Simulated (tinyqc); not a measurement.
# Undoped symmetric double-gate MOSFET, analytic potential model: what changes with what

An undoped body of thickness ts between two equal insulators and tied gates; long channel, electrons only, n = ni exp((psi - V)/Vt) with V the quasi-Fermi potential (0 at the source, Vd at the drain), constant mobility, no quantisation. Across the body psi(x) = V - 2 Vt ln[(ts/(2 beta)) sqrt(q ni/(2 eps0 eps_r Vt)) cos(2 beta x/ts)], x from the centre. Q is the electron charge per area of the whole body.

Parameters, values chosen for the exercise; material values close to those of In0.53Ga0.47As:
```
symbol,value,unit,meaning
T,300,K,temperature
Eg,0.745,eV,band gap
eps_r,14.1,,relative permittivity of the semiconductor
Nc,2.06e17,cm^-3,conduction-band density of states at T
Nv,7.78e18,cm^-3,valence-band density of states at T
eox,22.2,,relative permittivity of the gate insulator
tox,7.7,nm,insulator thickness
ts,20,nm,body thickness
dphi,0.23,V,gate work function less that of the intrinsic body
mu,280,cm^2/(V s),channel mobility
L,2,um,gate length
Vd,0.8,V,drain voltage
```

Constants: q = 1.602176634e-19 C, kB = 1.380649e-23 J/K, Vt = kB T/q, eps0 = 8.8541878128e-14 F/cm where lengths are in cm. Results are converted to the units shown.

Each table varies one quantity; the others keep the values above.

## Effect of the body thickness

ni = sqrt(Nc Nv) exp(-Eg/(2 Vt)), Eg in volts; r = eps_r tox/(eox ts); V0 = dphi + 2 Vt ln[(2/ts) sqrt(2 eps0 eps_r Vt/(q ni))]. beta (between 0 and pi/2) solves (Vg - V0 - V)/(2 Vt) = ln(beta) - ln(cos beta) + 2 r beta tan(beta). Q = 8 eps0 eps_r Vt beta tan(beta)/ts; I = mu (1/L)(4 eps0 eps_r/ts)(2 Vt)^2 [g(beta_s) - g(beta_d)] per width, g = beta tan(beta) - beta^2/2 + r beta^2 tan^2(beta), with beta_s at V = 0 and beta_d at V = Vd.  I(low) is taken at Vg = 0.32 V, Qs and I(high) at Vg = 1.07 V.

Results:

| ts (nm) | V0 (V) | I(low) (nA/um) | Qs(high) (nC/cm^2) | I(high) (uA/um) |
|---|---|---|---|---|
| 6.7 | 0.6294 | 0.008832 | 1829 | 56.72 |
| 9.3 | 0.6125 | 0.01226 | 1832 | 57.41 |
| 13 | 0.5952 | 0.01714 | 1834 | 57.96 |
| 26 | 0.5593 | 0.03427 | 1836 | 58.72 |
| 36 | 0.5425 | 0.04745 | 1837 | 58.95 |
| 50 | 0.5255 | 0.06590 | 1837 | 59.12 |

Estimate the missing row, ts = 18 nm.

Computed row:

| ts (nm) | V0 (V) | I(low) (nA/um) | Qs(high) (nC/cm^2) | I(high) (uA/um) |
|---|---|---|---|---|
| 18 | 0.5783 | 0.02373 | 1836 | 58.38 |

With this row back in the table: As ts goes from 6.7 to 50 nm, I(low) rises from 0.00883 to 0.0659 nA/um and I(high) rises from 56.7 to 59.1 uA/um. On average I(low) goes as ts^(1.00) and I(high) goes as ts^(0.02). Below threshold the charge is proportional to the cross-section of the body; above it the insulator sets the charge. In every row the surface density at the source at the higher gate voltage passes 0.3 Nc, where Boltzmann statistics fail. At ts = 6.7 nm the body is thin enough for quantum confinement, left out here, to raise the threshold.

## Effect of the insulator thickness

Same model as above.

The same in every row: V0 (V) = 0.5729.

Effect of the insulator thickness:

| tox (nm) | I(low) (nA/um) | Qs(high) (nC/cm^2) | I(high) (uA/um) |
|---|---|---|---|
| 2.6 | 0.02636 | 4705 | 135.4 |
| 3.7 | 0.02636 | 3472 | 103.5 |
| 5.3 | 0.02636 | 2543 | 78.39 |
| 7.7 | 0.02636 | 1836 | 58.49 |
| 11 | 0.02636 | 1342 | 44.04 |
| 16 | 0.02636 | 963.8 | 32.54 |
| 23 | 0.02636 | 697.9 | 24.17 |

As tox goes from 2.6 to 23 nm, I(low) stays near 0.0264 nA/um and I(high) falls from 135 to 24.2 uA/um. On average I(low) is independent of tox and I(high) goes as tox^(-0.79). Below threshold no voltage drops over the insulator in this long-channel model, so its thickness does not matter there. In every row the surface density at the source at the higher gate voltage passes 0.3 Nc, where Boltzmann statistics fail.

Program tinyqc, `OMP_NUM_THREADS=1 python tinyqc.py 2440105 2440106 out.jsonl`; Intel Xeon 2.30GHz, shared host, one thread, about 0.02 s.
